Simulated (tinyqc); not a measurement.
# Two-band model of a narrow-gap semiconductor with electrons and holes, step by step

A worked calculation. Computed by tinyqc, a small Python program that keeps every step. Command: `OMP_NUM_THREADS=1 python tinyqc.py 3010863 3010864 out.jsonl bipolar walk`. One thread of a shared host (Intel(R) Xeon(R) Processor @ 2.30GHz), about 0.08 s of CPU time with the checks. Intermediate numbers are printed to about 6 digits and carried at full precision; extremes and crossings named in words are read from the listed rows.

Two parabolic bands with acoustic scattering (r = -1/2, a = 0), a gap that does not change with T, and fully ionised dopants. Melting is ignored, so values above the melting point are formal, and kappa_L does not change with T. eta_n = (E_F - E_c)/(k_B T), eta_p = -eta_n - E_g/(k_B T).

Inputs (values chosen for the exercise, modelled on PbTe):
```
quantity,value,unit
electron mass m_n,0.25,m_0
hole mass m_p,0.3,m_0
"electron mobility parameter mu_300,n",1200,cm^2/(V s)
"hole mobility parameter mu_300,p",820,cm^2/(V s)
temperature exponent p,1.5,-
band gap E_g,0.32,eV
net doping N,1.5e+16,1/cm^3
lattice thermal conductivity kappa_L,0.9,W/(m K)
temperature T,300,K
```

Doping: p-type.

Constants: k_B = 8.617333262e-05 eV/K; m_0 = 9.1093837015e-31 kg; k_B = 1.380649e-23 J/K; hbar = 1.054571817e-34 J s; e = 1.602176634e-19 C.

## Fermi level

With x = E/(k_B T), a = alpha k_B T (0 for a parabolic band), G = x (1 + a x), D = 1 + 2 a x and <y> = int y f (1 - f) dx, f = 1/(1 + exp(x - eta)): tau = tau_0 G^r/D; transport function s = G^(3/2 + r)/D^2; n = N_0 <G^(3/2)> with N_0 = (2 m k_B T)^(3/2)/(3 pi^2 hbar^3). Integrals over x = E/(k_B T) use 160 Gauss-Legendre points in u = sqrt(x) from 0 to sqrt(max(eta, 0) + 32). Neutrality: p - n = N, with n = N_0(m_n) <x^(3/2)> at eta_n and p = N_0(m_p) <x^(3/2)> at eta_p.

eta_n = -6.94655

eta_p = -5.43160

## Each band alone

sigma = e mu_0 N_0 <s> with mu_0 = e tau_0/m = mu_300 (T/300 K)^(-p); |S| = (k_B/e)(<x s>/<s> - eta); Lorenz number L = (k_B/e)^2 (<x^2 s>/<s> - (<x s>/<s>)^2); kappa_e = L sigma T; zT = S^2 sigma T/(kappa_L + kappa_e). Hall factor r_H = <x^(3/2)> <x^(1/2)>/<s>^2.

Partial coefficients:
```
band,sigma (S/cm),|S| (microvolt/K),L (1e-8 V^2/K^2),density (1/cm^3),Hall factor
electrons,0.436195,770.995,1.48535,3.01638e+15,1.17803
holes,1.77942,640.594,1.48598,1.80164e+16,1.17779
```

The minority carriers have the larger |S|, since the Fermi level lies farther from their band; they carry 20 % of the conductivity.

## Both bands together

Both bands together (these totals replace the one-band zT): sigma = sigma_n + sigma_p; S = (sigma_p |S_p| - sigma_n |S_n|)/sigma; kappa_bip = (sigma_n sigma_p/sigma)(|S_n| + |S_p|)^2 T; kappa_e = (L_n sigma_n + L_p sigma_p) T; zT = S^2 sigma T/(kappa_L + kappa_e + kappa_bip); weak-field R_H = (r_p sigma_p^2/p - r_n sigma_n^2/n)/(e sigma^2), where the Hall factors r_n and r_p are <x^(3/2)> <x^(1/2)>/<s>^2.

conductivity sigma = 2.21561 S/cm

Seebeck coefficient S = 362.690 microvolt/K

bipolar thermal conductivity = 0.0209413 W/(m K)

kappa_e = 9.87624e-04 W/(m K)

zT = 0.00948394

Hall coefficient R_H = 168.704 cm^3/C

The minority band lowers |S| from 641 to 363 microvolt/K, and bipolar flow adds 2.3 % of the thermal conductivity.

## The maximum of |S| and the Goldsmid-Sharp gap

T_max maximises |S| of the majority sign between 150 and 1200 K; the Goldsmid-Sharp estimate is E_g = 2 e |S_max| T_max.

T_max = 231.056 K

|S_max| = 615.517 microvolt/K

Goldsmid-Sharp gap = 0.284438 eV

estimate over true gap = 0.888869

The estimate is 0.89 times the true gap. The weighted-mobility ratio of majority to minority carriers, mu m^(3/2), is 0.898.

## Against temperature

The formulas are those given above.

The same sample:
```
T (K),n (1/cm^3),p (1/cm^3),sigma (S/cm),S (microvolt/K),kappa_bip (W/(m K)),zT,R_H (cm^3/C)
150,1.90304e+09,1.50000e+16,4.187,566.862,7.17310e-08,0.0223988,4.89902e+02
200,2.20108e+12,1.50022e+16,2.722,603.572,4.42380e-05,0.0220132,4.89572e+02
250,1.74346e+14,1.51743e+16,2.003,604.939,2.15171e-03,0.0202972,4.56985e+02
300,3.01638e+15,1.80164e+16,2.216,362.690,2.09413e-02,0.0094839,1.68704e+02
350,1.61892e+16,3.11892e+16,4.301,69.486,5.85784e-02,0.0007564,-8.55086e+00
400,4.62234e+16,6.12234e+16,8.261,-28.865,1.08128e-01,0.0002718,-1.67139e+01
500,1.79797e+17,1.94797e+17,20.957,-65.148,2.49437e-01,0.0038174,-6.64593e+00
600,4.46066e+17,4.61066e+17,38.661,-65.272,4.37777e-01,0.0072011,-2.90646e+00
750,1.15394e+18,1.16894e+18,70.584,-59.127,7.75861e-01,0.0105434,-1.15570e+00
900,2.26642e+18,2.28142e+18,104.576,-53.642,1.14904e+00,0.0123609,-5.90627e-01
1050,3.78652e+18,3.80152e+18,137.714,-49.454,1.53743e+00,0.0133125,-3.52718e-01
1200,5.69864e+18,5.71364e+18,168.653,-46.259,1.93137e+00,0.0137949,-2.33439e-01
```

Among the rows where S keeps the majority sign, zT is largest at 150 K (the edge of those rows) and |S| at 250 K. Among these rows sigma is least at 250 K; at higher T thermal pairs outweigh the falling mobility. R_H changes sign between 300 and 350 K. S changes sign between 350 and 400 K. kappa_bip reaches 1.93 W/(m K) at the last row, 2.15 times kappa_L.

Checks made by the program: neutrality (relative difference below 1e-10).
